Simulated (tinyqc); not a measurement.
Inside a calculation: quantum-confined Stark effect in a modulator well. Values are carried at full precision from step to step, so a last printed digit may differ when a step is redone from the rounded ones.

Constants: hbar^2/2m0 = 3.80998211 eV angstrom^2; e^2/(4 pi eps0) = 14.39964547 eV angstrom; hc = 1239.841984 eV nm.

Values chosen for the exercise (near those of a Ge well in SiGe, direct gap; not measured data): L = 82 angstrom (well width); me = 0.0431 m0 (electron, well); mh = 0.204 m0 (heavy hole along z, well); F = 73 kV/cm (field); Vc = 0.351 eV (conduction offset); Vv = 0.105 eV (heavy-hole offset); meb = 0.0572 m0 (electron, barrier); mhb = 0.222 m0 (heavy hole, barrier); Eg = 0.845 eV (gap of the well); mp = 0.066 m0 (heavy hole in the plane); eps = 15.9 (dielectric constant); dE = 13 meV (operating point below the zero-field line); G = 6 meV (half width of the exciton line).

## Estimate for hard walls

Second order: each level moves by -C m (e F)^2 L^4/(2c), C = (15/pi^2 - 1)/(24 pi^2), c = hbar^2/2m0, 1 kV/cm = 1e-5 eV/angstrom. It holds while e F L is no more than about twice 3 c pi^2/(m L^2).

Estimate:

| carrier | shift (meV) | e F L over the level spacing |
|---|---|---|
| electron | -0.30 | 0.15 |
| heavy hole | -1.42 | 0.73 |

The hole, 4.7 times heavier, carries 83 % of the estimated shift; for hard walls second order errs by about 2 % at a ratio of 1 and 13 % at 3.

## Levels and envelopes

Envelopes on cells of 0.5 angstrom over the well |z| < L/2 and 45 angstrom of barrier on each side, psi = 0 beyond, psi'/m continuous (mean mass between points), c = hbar^2/2m0. The electron sees + e F z and the hole - e F z, each with its offset in the barriers; 1 kV/cm = 1e-5 eV/angstrom. Light holes, band mixing and escape by tunnelling are left out.

Ground levels, squared overlap and separation <z>_h - <z>_e without and with the field.

Results:

| F (kV/cm) | E_e (meV) | E_h (meV) | overlap^2 | separation (angstrom) |
|---|---|---|---|---|
| 0 | 61.76 | 15.14 | 0.997 | 0.0 |
| 73 | 60.29 | 10.08 | 0.838 | 17.4 |

The electron level moves by -1.46 meV (4.9 times the hard-wall estimate, since it leaks into the barriers and sees a wider well) and the hole level by -5.06 meV (3.57 times).

## Exciton

Exciton: in-plane function exp(-rho/lam), 1/mu = 1/me + 1/mp, E(lam) = c/(mu lam^2) - (q/eps) times the integral over k of Fm(k)(1 + (k lam/2)^2)^(-3/2), Fm(k) the double integral of psi_e^2 psi_h^2 exp(-k |z - z'|), q = e^2/(4 pi eps0); binding Eb = -E at the minimum. Line at Eg + E_e + E_h - Eb, strength proportional to overlap^2/lam^2.

Minimise over lam without and with the field.

Results:

| F (kV/cm) | lam (angstrom) | Eb (meV) | line (eV) | nm | overlap^2/lam^2 (1e-4/angstrom^2) |
|---|---|---|---|---|---|
| 0 | 220.9 | 3.95 | 0.9179 | 1350.7 | 0.2043 |
| 73 | 227.2 | 3.82 | 0.9116 | 1360.1 | 0.1624 |

The weaker binding gives back 0.13 meV of the red shift, leaving 6.4 meV; the strength falls to 79 %.

## Contrast at the operating point

With a Gaussian line of half width G, the absorption at E_op = line(0) - dE is proportional to strength x exp(-ln2 ((E_op - line)/G)^2); continuum absorption is left out. Give it at both fields, relative to the zero-field peak.

E_op = 0.9049 eV
wavelength = 1370.1 nm

absorption without and with the field: 0.039  0.34

The field changes the absorption by +0.30 of the zero-field peak. With dE above 2G the Gaussian tail at zero field is weak; real tails fall only exponentially and absorb more.

## Checks

- Zero-field levels against the matching condition of the square well, meV: largest difference 1.6e-01.
- Slope d(E_e + E_h)/dF against minus the separation (Hellmann-Feynman), angstrom: both -17.4.

Program tinyqc; command `OMP_NUM_THREADS=1 python tinyqc.py 1250149 1250150 out.jsonl`; about 0.1 s on one thread of a shared Intel(R) Xeon(R) Processor @ 2.30GHz.
